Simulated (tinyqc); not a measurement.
Comparisons within one model: Franz-Keldysh effect at a direct gap. A value that a table varies takes the place of the one given here.

Parabolic bands, vertical transitions, no excitons. For each hole band j: mr = me mj/(me + mj); joint density of states J_j(E) = (mr/c)^(3/2) sqrt(E - Eg)/(2 pi^2), both spins, c = hbar^2/2m0; averaged matrix element |e.p|^2 = m0 Ep/6; alpha_j(E) = 4 pi^2 alpha_f c Ep J_j/(3 nr E) in 1/angstrom (alpha_f the fine-structure constant, listed as alpha among the constants), times 1e8 for 1/cm.

In a field Fd (1 kV/cm = 1e-5 V/angstrom) the electro-optic energy of band j is th = (c (e Fd)^2/mr)^(1/3), and sqrt(E - Eg) in J_j is replaced by pi sqrt(th) [Ai'(b)^2 - b Ai(b)^2] with b = (Eg - E)/th; Ai is the Airy function.

Constants: hbar^2/2m0 = 3.80998211 eV angstrom^2; fine-structure constant alpha = 0.007297352564.

Inputs chosen for the exercise (near those of GaAs; shifted at random, so the results belong to these values and not to a real crystal): Eg = 1.404 eV (direct gap); me = 0.0682 m0 (electron mass); mhh = 0.482 m0 (heavy-hole mass); mlh = 0.085 m0 (light-hole mass); Ep = 25.4 eV (Kane energy); nr = 3.53 (refractive index); Fd = 31 kV/cm (uniform field); det = 15 meV (detuning below the gap).

## Spectrum around the gap

Absorption (1/cm):

| E - Eg (eV) | alpha(0) | alpha(F) | change |
|---|---|---|---|
| -0.0457 | 0 | 1.641 | 2 |
| -0.0366 | 0 | 7.156 | 7 |
| -0.0274 | 0 | 28.64 | 29 |
| -0.0183 | 0 | 100.5 | 100 |
| -0.0091 | 0 | 311.9 | 312 |
| 0.0000 | 0 | 819.9 | 820 |
| 0.0091 | 2659 | 1809 | -850 |
| 0.0183 | 3747 | 3296 | -451 |
| 0.0274 | 4555 | 4805 | 250 |
| 0.0366 | 5231 | 5679 | 447 |
| 0.0457 | 5809 | 5828 | 20 |
| 0.0549 | 6326 | 6089 | -238 |
| 0.0732 | 7215 | 7325 | 111 |
| 0.0915 | 7967 | 7993 | 26 |

What can be read from the table?

At the gap alpha(F) = 820 1/cm; 36.6 meV below it 7.16 1/cm remain, the tail falling as exp(-(4/3) b^(3/2)). Among the energies listed the largest rise is 820 1/cm at E - Eg = 0.0 meV and the largest fall -850 1/cm at 9.1 meV. It changes sign between 0.0 and 9.1 meV, between 18.3 and 27.4 meV, between 45.7 and 54.9 meV and between 54.9 and 73.2 meV; th is 18.3 meV for heavy holes and 21.3 meV for light holes.

## Tail absorption against field

At E = Eg - det; the field takes the values listed. The last column is the length for 10 dB of loss.

Results:

| Fd (kV/cm) | th heavy (meV) | b heavy | alpha (1/cm) | length (micrometre) |
|---|---|---|---|---|
| 10 | 8.61 | 1.743 | 10.0 | 2.30e+03 |
| 20 | 13.66 | 1.098 | 68.2 | 337 |
| 40 | 21.69 | 0.692 | 223 | 103 |
| 60 | 28.42 | 0.528 | 366 | 62.9 |
| 100 | 39.95 | 0.375 | 596 | 38.6 |
| 150 | 52.35 | 0.287 | 816 | 28.2 |
| 250 | 73.59 | 0.204 | 1.14e+03 | 20.2 |
| 400 | 100.67 | 0.149 | 1.48e+03 | 15.6 |

How do the results move?

alpha grows by 1.6 decades from 10 to 60 kV/cm and by a factor 1.30 over the last step, where the field grows by 1.6: the exponent (4/3) b^(3/2) goes as 1/Fd, so the gain is steep only while b > 1 (deep in the tail the light-hole pair, with its smaller b, carries most of it), that is up to 20 kV/cm of those listed. Values below about 10 1/cm lie under the Urbach and exciton tails of a real crystal, left out here.

## What moves the tail

At E = Eg - det. Each row changes one parameter from the base and keeps the others.

Results:

| case | th heavy (meV) | alpha (1/cm) |
|---|---|---|
| base | 18.300 | 153.4 |
| Fd = 40.3 kV/cm | 21.798 | 225.7 |
| det = 25 meV | 18.300 | 40.35 |
| me = 0.0784 m0 | 17.576 | 164.3 |
| mlh = 0.1105 m0 | 18.300 | 158.9 |
| Ep = 27.9 eV | 18.300 | 168.5 |
| nr = 3.71 | 18.300 | 145.9 |

What does this show?

The largest shifts from the base row, up to three for each result and ties (the steps differ in size, so this ranks the rows, not the parameters). th heavy (meV): Fd +3.498, me -0.723; unchanged at the printed digits by det, mlh, Ep and nr. alpha (1/cm): det -113, Fd +72.3, Ep +15.1.

(tinyqc, `OMP_NUM_THREADS=1 python tinyqc.py 1650860 1650861 out.jsonl`, Intel(R) Xeon(R) Processor @ 2.30GHz, 1 thread, shared host, about 0.01 s.)
